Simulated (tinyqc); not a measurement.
Worked calculation: G0W0 on RHF in the sto-3g basis, for BeH2, spin multiplicity 1. One step of it, computed by the program tinyqc.

Question. Iteration 1: building the Fock matrix. J_ij = sum D_kl (ij|kl), K_ij = sum D_kl (ik|jl); F = H + J - 0.5 K; E = tr D H + tr D J / 2 - 0.25 tr D K + E_nn.

D at the start, lower triangle:
```
            1Be 1s     1Be 2s   1Be 2px    1Be 2py   1Be 2pz     2H 1s     3H 1s
1Be 1s    2.156024
1Be 2s   -0.528180   2.067401
1Be 2px   0.000000   0.000000  0.000000
1Be 2py   0.000000   0.000000  0.000000   0.004487
1Be 2pz   0.000882  -0.001648  0.000000   0.000000  0.000013
2H 1s    -0.020886   0.124652  0.000000   0.043516  0.002159  0.853067
3H 1s    -0.020886   0.124652  0.000000  -0.043516  0.002159  0.008916  0.853067
```

core Hamiltonian H = T + V (hartree), lower triangle:
```
            1Be 1s     1Be 2s    1Be 2px    1Be 2py    1Be 2pz      2H 1s      3H 1s
1Be 1s   -8.722060
1Be 2s   -2.154127  -2.883536
1Be 2px   0.000000   0.000000  -2.330182
1Be 2py   0.000000   0.000000   0.000000  -2.585634
1Be 2pz  -0.002351  -0.017927   0.000000   0.000000  -2.330978
2H 1s    -0.731100  -1.464266   0.000000  -1.440331  -0.082905  -2.370044
3H 1s    -0.731100  -1.464266   0.000000   1.440331  -0.082905  -0.197842  -2.370044
```

Two-electron integrals (ij|kl) in chemists' order, unique and non-zero (hartree):
```
(11|11) 2.298831    (21|11) 0.392036    (21|21) 0.079539    (22|11) 0.570988
(22|21) 0.143041    (22|22) 0.417683    (31|31) 0.014607    (32|31) 0.021888
(32|32) 0.092265    (33|11) 0.569578    (33|21) 0.143083    (33|22) 0.417589
(33|33) 0.449859    (41|41) 0.014607    (42|41) 0.021888    (42|42) 0.092265
(43|43) 0.024249    (44|11) 0.569578    (44|21) 0.143083    (44|22) 0.417589
(44|33) 0.401360    (44|44) 0.449859    (51|51) 0.014607    (52|51) 0.021888
(52|52) 0.092265    (53|53) 0.024249    (54|54) 0.024249    (55|11) 0.569578
(55|21) 0.143083    (55|22) 0.417589    (55|33) 0.401360    (55|44) 0.401360
(55|55) 0.449859    (61|11) 0.130827    (61|21) 0.026488    (61|22) 0.047852
(61|33) 0.047498    (61|41) 0.002407    (61|42) 0.004432    (61|44) 0.048582
(61|51) 0.000134    (61|52) 0.000247    (61|54) 0.000061    (61|55) 0.047502
(61|61) 0.009273    (62|11) 0.257839    (62|21) 0.065219    (62|22) 0.200666
(62|33) 0.193784    (62|41) 0.008575    (62|42) 0.047840    (62|44) 0.214188
(62|51) 0.000479    (62|52) 0.002671    (62|54) 0.001139    (62|55) 0.193848
(62|61) 0.023911    (62|62) 0.132607    (63|31) 0.006686    (63|32) 0.029384
(63|43) 0.008796    (63|53) 0.000491    (63|63) 0.013968    (64|11) 0.256605
(64|21) 0.065814    (64|22) 0.212589    (64|33) 0.200123    (64|41) 0.014204
(64|42) 0.075387    (64|44) 0.237235    (64|51) 0.000420    (64|52) 0.002568
(64|54) 0.001581    (64|55) 0.200184    (64|61) 0.025510    (64|62) 0.161275
(64|64) 0.205482    (65|11) 0.014325    (65|21) 0.003674    (65|22) 0.011868
(65|33) 0.011172    (65|41) 0.000420    (65|42) 0.002568    (65|44) 0.012262
(65|51) 0.006709    (65|52) 0.029527    (65|54) 0.008857    (65|55) 0.012157
(65|61) 0.001424    (65|62) 0.009003    (65|64) 0.010691    (65|65) 0.014565
(66|11) 0.421428    (66|21) 0.108629    (66|22) 0.368730    (66|33) 0.342294
(66|41) 0.018652    (66|42) 0.126666    (66|44) 0.421010    (66|51) 0.001041
(66|52) 0.007071    (66|54) 0.004394    (66|55) 0.342539    (66|61) 0.041363
(66|62) 0.296576    (66|64) 0.386262    (66|65) 0.021563    (66|66) 0.774606
(71|11) 0.130827    (71|21) 0.026488    (71|22) 0.047852    (71|33) 0.047498
(71|41) -0.002407   (71|42) -0.004432   (71|44) 0.048582    (71|51) 0.000134
(71|52) 0.000247    (71|54) -0.000061   (71|55) 0.047502    (71|61) 0.008434
(71|62) 0.020196    (71|64) 0.019412    (71|65) 0.001206    (71|66) 0.032903
(71|71) 0.009273    (72|11) 0.257839    (72|21) 0.065219    (72|22) 0.200666
(72|33) 0.193784    (72|41) -0.008575   (72|42) -0.047840   (72|44) 0.214188
(72|51) 0.000479    (72|52) 0.002671    (72|54) -0.001139   (72|55) 0.193848
(72|61) 0.020196    (72|62) 0.076081    (72|64) 0.071677    (72|65) 0.005075
(72|66) 0.128147    (72|71) 0.023911    (72|72) 0.132607    (73|31) 0.006686
(73|32) 0.029384    (73|43) -0.008796   (73|53) 0.000491    (73|63) 0.006741
(73|73) 0.013968    (74|11) -0.256605   (74|21) -0.065814   (74|22) -0.212589
(74|33) -0.200123   (74|41) 0.014204    (74|42) 0.075387    (74|44) -0.237235
(74|51) -0.000420   (74|52) -0.002568   (74|54) 0.001581    (74|55) -0.200184
(74|61) -0.019412   (74|62) -0.071677   (74|64) -0.062961   (74|65) -0.004695
(74|66) -0.116656   (74|71) -0.025510   (74|72) -0.161275   (74|74) 0.205482
(75|11) 0.014325    (75|21) 0.003674    (75|22) 0.011868    (75|33) 0.011172
(75|41) -0.000420   (75|42) -0.002568   (75|44) 0.012262    (75|51) 0.006709
(75|52) 0.029527    (75|54) -0.008857   (75|55) 0.012157    (75|61) 0.001206
(75|62) 0.005075    (75|64) 0.004695    (75|65) 0.007071    (75|66) 0.008812
(75|71) 0.001424    (75|72) 0.009003    (75|74) -0.010691   (75|75) 0.014565
(76|11) 0.033764    (76|21) 0.008325    (76|22) 0.023167    (76|33) 0.022773
(76|44) 0.023926    (76|51) 0.000116    (76|52) 0.000528    (76|55) 0.022792
(76|61) 0.002800    (76|62) 0.011433    (76|64) 0.012319    (76|65) 0.000844
(76|66) 0.021605    (76|71) 0.002800    (76|72) 0.011433    (76|74) -0.012319
(76|75) 0.000844    (76|76) 0.001316    (77|11) 0.421428    (77|21) 0.108629
(77|22) 0.368730    (77|33) 0.342294    (77|41) -0.018652   (77|42) -0.126666
(77|44) 0.421010    (77|51) 0.001041    (77|52) 0.007071    (77|54) -0.004394
(77|55) 0.342539    (77|61) 0.032903    (77|62) 0.128147    (77|64) 0.116656
(77|65) 0.008812    (77|66) 0.213954    (77|71) 0.041363    (77|72) 0.296576
(77|74) -0.386262   (77|75) 0.021563    (77|76) 0.021605    (77|77) 0.774606
```

nuclear repulsion = 3.63383903 hartree

Give: Coulomb J; exchange K; Fock matrix F; total energy of this density.

Answer.

Coulomb J (hartree), lower triangle:
```
         1Be 1s  1Be 2s  1Be 2px  1Be 2py  1Be 2pz  2H 1s  3H 1s
1Be 1s    6.607
1Be 2s    1.285   2.708
1Be 2px   0.000   0.000    2.654
1Be 2py   0.000   0.000    0.000    2.805
1Be 2pz   0.002   0.014    0.000    0.000    2.654
2H 1s     0.431   1.336    0.000    1.433    0.082  2.548
3H 1s     0.431   1.336    0.000   -1.433    0.082  0.157  2.548
```

exchange K (hartree), lower triangle:
```
         1Be 1s  1Be 2s  1Be 2px  1Be 2py  1Be 2pz  2H 1s  3H 1s
1Be 1s    4.725
1Be 2s    0.856   1.215
1Be 2px   0.000   0.000    0.239
1Be 2py   0.000   0.000    0.000    0.628
1Be 2pz   0.003   0.019    0.000    0.000    0.240
2H 1s     0.316   0.758    0.000    0.472    0.028  1.040
3H 1s     0.316   0.758    0.000   -0.472    0.028  0.217  1.040
```

Fock matrix F (hartree), lower triangle:
```
         1Be 1s  1Be 2s  1Be 2px  1Be 2py  1Be 2pz   2H 1s   3H 1s
1Be 1s   -4.477
1Be 2s   -1.297  -0.783
1Be 2px   0.000   0.000    0.204
1Be 2py   0.000   0.000    0.000   -0.095
1Be 2pz  -0.002  -0.014    0.000    0.000    0.203
2H 1s    -0.458  -0.507    0.000   -0.243   -0.015  -0.341
3H 1s    -0.458  -0.507    0.000    0.243   -0.015  -0.150  -0.341
```

total energy of this density = -15.47339 hartree

This density is the starting one; it is not idempotent, so its energy is not variational and may lie below the converged one.
